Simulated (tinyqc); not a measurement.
## Undoped symmetric double-gate MOSFET, analytic potential model: effect of the insulator thickness

An undoped body of thickness ts between two equal insulators and tied gates; long channel, electrons only, n = ni exp((psi - V)/Vt) with V the quasi-Fermi potential (0 at the source, Vd at the drain), constant mobility, no quantisation. Across the body psi(x) = V - 2 Vt ln[(ts/(2 beta)) sqrt(q ni/(2 eps0 eps_r Vt)) cos(2 beta x/ts)], x from the centre. Q is the electron charge per area of the whole body.

ni = sqrt(Nc Nv) exp(-Eg/(2 Vt)), Eg in volts; r = eps_r tox/(eox ts); V0 = dphi + 2 Vt ln[(2/ts) sqrt(2 eps0 eps_r Vt/(q ni))]. beta (between 0 and pi/2) solves (Vg - V0 - V)/(2 Vt) = ln(beta) - ln(cos beta) + 2 r beta tan(beta). Q = 8 eps0 eps_r Vt beta tan(beta)/ts; I = mu (1/L)(4 eps0 eps_r/ts)(2 Vt)^2 [g(beta_s) - g(beta_d)] per width, g = beta tan(beta) - beta^2/2 + r beta^2 tan^2(beta), with beta_s at V = 0 and beta_d at V = Vd.  I(low) is taken at Vg = 0.12 V, Qs and I(high) at Vg = 0.87 V.

Inputs (values chosen for the exercise); material values close to those of silicon:
- T = 300 K (temperature)
- Eg = 1.11 eV (band gap)
- eps_r = 11.6 (relative permittivity of the semiconductor)
- Nc = 2.82e19 cm^-3 (conduction-band density of states at T)
- Nv = 2.61e19 cm^-3 (valence-band density of states at T)
- eox = 3.85 (relative permittivity of the gate insulator)
- ts = 8 nm (body thickness)
- dphi = -0.12 V (gate work function less that of the intrinsic body)
- mu = 110 cm^2/(V s) (channel mobility)
- L = 1 um (gate length)
- Vd = 1 V (drain voltage)

Constants: q = 1.602176634e-19 C, kB = 1.380649e-23 J/K, Vt = kB T/q, eps0 = 8.8541878128e-14 F/cm where lengths are in cm. Results are converted to the units shown.

The same in every row: V0 (V) = 0.3685.

Effect of the insulator thickness:

| tox (nm) | I(low) (nA/um) | Qs(high) (nC/cm^2) | I(high) (uA/um) |
|---|---|---|---|
| 0.83 | 0.05051 | 3076 | 79.26 |
| 1.2 | 0.05050 | 2221 | 58.90 |
| 1.7 | 0.05050 | 1630 | 44.33 |
| 2.5 | 0.05050 | 1155 | 32.20 |
| 3.6 | 0.05050 | 831.2 | 23.70 |
| 5.2 | 0.05049 | 595.3 | 17.32 |
| 7.5 | 0.05049 | 425.8 | 12.62 |

As tox goes from 0.83 to 7.5 nm, I(low) stays near 0.0505 nA/um and I(high) falls from 79.3 to 12.6 uA/um. On average I(low) is independent of tox and I(high) goes as tox^(-0.83). Below threshold no voltage drops over the insulator in this long-channel model, so its thickness does not matter there. For tox = 0.83 to 5.2 nm the surface density at the source at the higher gate voltage passes 0.3 Nc, where Boltzmann statistics fail.

Numbers from tinyqc (`OMP_NUM_THREADS=1 python tinyqc.py 2440152 2440153 out.jsonl`; about 0.02 s on one thread of a shared Intel Xeon 2.30GHz).
